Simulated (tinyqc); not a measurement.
Lattice against boundary over temperature: grain-boundary diffusion: Harrison regimes, Fisher and Le Claire analysis, Hart average. Computed by tinyqc, a small Python program. Command: `OMP_NUM_THREADS=1 python tinyqc.py 3025804 3025805 out.jsonl gbdiff walk`. One thread of a shared host (Intel(R) Xeon(R) Processor @ 2.30GHz), about 0.01 s of CPU time with the checks.

A boundary is a slab of width delta with diffusivity D_b, normal to a surface held at constant concentration; it leaks into grains of diffusivity D.

Inputs (values chosen for the exercise, for a model polycrystal): melting point T_m = 2400 K; lattice prefactor D0 = 0.00019 m^2/s; lattice activation energy E = 3.53 eV; boundary prefactor D0b = 1.3e-05 m^2/s; boundary activation energy E_b = 1.93 eV; boundary width delta = 0.59 nm; segregation factor s = 1; grain size d = 0.067 um; temperature T = 1130 K; time t = 12000 s.

Constants: k_B = 8.617333262e-05 eV/K.

Method:
- D = D0 exp(-E/(k_B T)), D_b = D0b exp(-E_b/(k_B T)).
- Triple product P = s delta D_b.
- Hart average for parallel slabs: f = delta/d, D_eff = (s f D_b + (1 - f) D)/(1 - f + s f); share of the boundaries = s f D_b/(s f D_b + (1 - f) D); depth sqrt(D_eff t).
- l = sqrt(D t); P = s delta D_b; alpha = s delta/(2 l); beta = P/(2 D l). Regime A if l > 3 d, C if alpha > 1, B if alpha < 0.1, l < d/4 and beta > 10, otherwise a transition.
- D_eff = (s f D_b + (1 - f) D)/(1 - f + s f), f = delta/d; share of the boundaries = s f D_b/(s f D_b + (1 - f) D).

boundary fraction f = 0.00880597

Diffusivities (m^2/s):
```
T/T_m  T (K)           D         D_b       D_eff    share      regime
0.3      720  3.7140e-29  4.0229e-19  3.5425e-21  1.00000           C
0.4      960  5.5856e-23  9.5916e-16  8.4464e-18  0.99999  transition
0.5     1200  2.8406e-19  1.0193e-13  8.9787e-16  0.99969  transition
0.6     1440  8.4003e-17  2.2869e-12  2.0221e-14  0.99588           A
0.7     1680  4.8890e-15  2.1096e-11  1.9062e-13  0.97458           A
0.8     1920  1.0302e-13  1.1166e-10  1.0854e-12  0.90593           A
0.9     2160  1.1027e-12  4.0814e-10  4.6870e-12  0.76681           A
1.0     2400  7.3465e-12  1.1511e-09  1.7419e-11  0.58195           A
```

The apparent activation energy of D_eff is 1.93 eV between the first rows and 2.44 eV between the last, against E_b = 1.93 and E = 3.53 eV. The boundaries carry most of the flux up to the melting point. Caution: outside regime A (which needs sqrt(D t) above about 3 d) the Hart average and its depth are formal: they describe a profile only in regime A or at steady state. Caution: outside regime A, D_eff and the share of the boundaries hold only at steady state.
